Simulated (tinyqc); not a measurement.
p-n heterojunction, non-linear Poisson equation by Newton steps, Boltzmann statistics: effect of the conduction-band offset Ec2 - Ec1.

One dimension, material 1 (p-type) at x < 0 and material 2 (n-type) at x > 0. Band edges: Ec = -psi in material 1 and -psi + dEc in material 2, Ev = Ec - Eg. Flat quasi-Fermi levels: 0 for holes, +V for electrons. n = Nc F((EFn - Ec)/Vt), p = Nv F((Ev - EFp)/Vt), with F(eta) = exp(eta) (Boltzmann statistics); full ionisation, no interface charge, classical densities; the doping types are chosen for the exercise.

Exact first integral: on each side D^2/(2 eps0 er) = G, G = q [Vt (nI_j - nI_b) + Vt (pI_j - pI_b) - C (psi_j - psi_b)], with C = -N1 or +N2, b the neutral end of that side, and nI, pI the densities themselves. D is continuous, so er1 G1(psi_j) = er2 G2(psi_j) fixes psi_j. Ends from Nv1 F((-psi_L - Eg1)/Vt) = N1 and Nc2 F((V + psi_R - dEc)/Vt) = N2. D is counted positive when psi rises towards material 2. Depletion (Anderson) capacitance C^2 = q eps0 er1 er2 N1 N2/(2 (er1 N1 + er2 N2)(psi_R - psi_L)). -dD/dV is the change of the displacement at the interface with both quasi-Fermi levels flat; it is the terminal capacitance only while neither side holds an inversion layer. n_j and p_j are densities at the interface.

Parameters, values chosen for the exercise; band and dielectric values close to those of InP and In0.53Ga0.47As:
```
symbol,value,unit,meaning
T,300,K,temperature
Eg1,1.34,eV,band gap of material 1
er1,12.3,,relative permittivity of material 1
Nc1,5.6e17,cm^-3,conduction-band density of states of material 1
Nv1,1.1e19,cm^-3,valence-band density of states of material 1
Eg2,0.754,eV,band gap of material 2
er2,14,,relative permittivity of material 2
Nc2,2.09e17,cm^-3,conduction-band density of states of material 2
Nv2,7.78e18,cm^-3,valence-band density of states of material 2
N1,1.1e17,cm^-3,acceptor density of material 1
N2,1.6e16,cm^-3,donor density of material 2
V,0,V,bias of side 1 against side 2
```

Constants: q = 1.602176634e-19 C, kB = 1.380649e-23 J/K, Vt = kB T/q, eps0 = 8.8541878128e-14 F/cm where lengths are in cm. Results are converted to the units shown.

Effect of the conduction-band offset Ec2 - Ec1:

| dEc (eV) | psi_R - psi_L (V) | psi_j - psi_L (V) | psi_R - psi_j (V) | D/q (cm^-2) | n_j in 1 (cm^-3) | p_j in 2 (cm^-3) | -dD/dV (nF/cm^2) | depletion C (nF/cm^2) |
|---|---|---|---|---|---|---|---|---|
| -0.56 | 0.5945 | 0.1034 | 0.4911 | 3.417e11 | 0.09439 | 3.891e15 | 47.99 | 47.88 |
| -0.49 | 0.6645 | 0.1198 | 0.5447 | 3.753e11 | 0.1777 | 3.099e16 | 35.44 | 45.29 |
| -0.41 | 0.7445 | 0.1589 | 0.5857 | 4.461e11 | 0.8052 | 1.510e17 | 16.28 | 42.79 |
| -0.34 | 0.8145 | 0.2090 | 0.6055 | 5.233e11 | 5.595 | 3.258e17 | 8.351 | 40.91 |
| -0.26 | 0.8945 | 0.2748 | 0.6197 | 6.102e11 | 71.46 | 5.632e17 | 4.648 | 39.04 |
| -0.18 | 0.9745 | 0.3451 | 0.6294 | 6.910e11 | 1084 | 8.200e17 | 2.974 | 37.40 |
| -0.11 | 1.045 | 0.4086 | 0.6359 | 7.566e11 | 1.265e4 | 1.053e18 | 2.173 | 36.13 |
| -0.03 | 1.125 | 0.4827 | 0.6418 | 8.265e11 | 2.217e5 | 1.327e18 | 1.611 | 34.82 |
| 0.04 | 1.195 | 0.5483 | 0.6462 | 8.839e11 | 2.811e6 | 1.569e18 | 1.289 | 33.78 |

As dEc goes from -0.56 to 0.04, the total bending rises from 0.595 to 1.19 V and the sheet charge D/q rises from 3.42e11 to 8.84e11 cm^-2; the share of the bending in material 1 rises from 17.4 to 45.9 %. The alignment is staggered for dEc = 0.04 eV. The capacitance departs most from the depletion formula at dEc = 0.04, where it is 96 % below it, and there the holes at the interface in material 2 outnumber its donors: an inversion layer has formed, which screens D from the bias.

tinyqc, about 0.03 s, one thread, Intel Xeon 2.30GHz (shared host): `OMP_NUM_THREADS=1 python tinyqc.py 2040021 2040022 out.jsonl`
